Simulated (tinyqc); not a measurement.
Equation-of-state fits to an energy-volume table made by a known binding curve. Changing the compression V/V_0 for the pressure test. Computed by tinyqc, a small Python program. Command: `OMP_NUM_THREADS=1 python tinyqc.py 3007281 3007282 out.jsonl eosfit sweep`. One thread of a shared host (Intel(R) Xeon(R) Processor @ 2.30GHz), about 0.03 s of CPU time with the checks.

With x = (V/V_0)^(1/3), the energy per atom is E = D [exp(-2 eta (x - 1)) - 2 exp(-eta (x - 1))], so that B0 = 2 D eta^2/(9 V_0) and B' = 1 + eta. B' = dB/dP at P = 0.

Inputs (values chosen for the exercise, for a model crystal): cohesive energy D = 3.7 eV/atom; true volume V_0 = 9.63 angstrom^3/atom; stiffness eta = 4.2; half-width of the volume window w = 0.08; shift of the window centre s = 0.029; points N = 7.

Binding curve: Morse. Noise: none.

Constants: 1 eV/angstrom^3 = 160.2176634 GPa.

Method:
- B0 and B' from the formulas above; P = -dE/dV at V = c V_0 (c the compression chosen), from the curve itself.
- Table: V_j = V_0 [1 + s + w (2 j/(N - 1) - 1)], j = 0..N-1, rounded to 0.001; E_j from the curve, rounded to 1e-7 eV.
- Third-order Birch-Murnaghan is a cubic in u = V^(-2/3): fit it by linear least squares, find the minimum, and take B0 = V E''(V), B' = -1 - V E'''/E'' there.
- Errors are fitted minus exact, relative; the pressure at c V_0 uses P = (3 B0/2) (x^7 - x^5) [1 + (3/4)(B' - 4)(x^2 - 1)], x = (V0/V)^(1/3) with the fitted values.

One run for each value; columns: (1) compression V/V_0 for the pressure test; (2) exact pressure at c V_0 (GPa); (3) fitted pressure at c V_0 (GPa); (4) error of that pressure (%):
```
(1)     (2)    (3)    (4)
0.60  435.0  474.1  8.991
0.65  303.7  323.4  6.481
0.70  210.5  220.1  4.538
0.75  143.5  147.9  3.046
0.80   94.9   96.8  1.917
0.84   65.7   66.5  1.231
0.88   42.8   43.1  0.708
0.92   24.9   25.0  0.324
0.96   10.9   11.0  0.051
```

Over the rows, exact pressure at c V_0 (GPa) falls from 435 to 10.9 (exponent d ln y / d ln x -4.5 between the first rows and -19 between the last); fitted pressure at c V_0 (GPa) falls from 474 to 11.0 (exponent d ln y / d ln x -4.8 between the first rows and -19 between the last); error of that pressure (%) falls from 8.99 to 0.0507 (exponent d ln y / d ln x -4.1 between the first rows and -44 between the last). The window ends at V/V_0 = 0.95; rows below it extrapolate.

Extremes, crossings and ranges named in words are read from the listed rows.
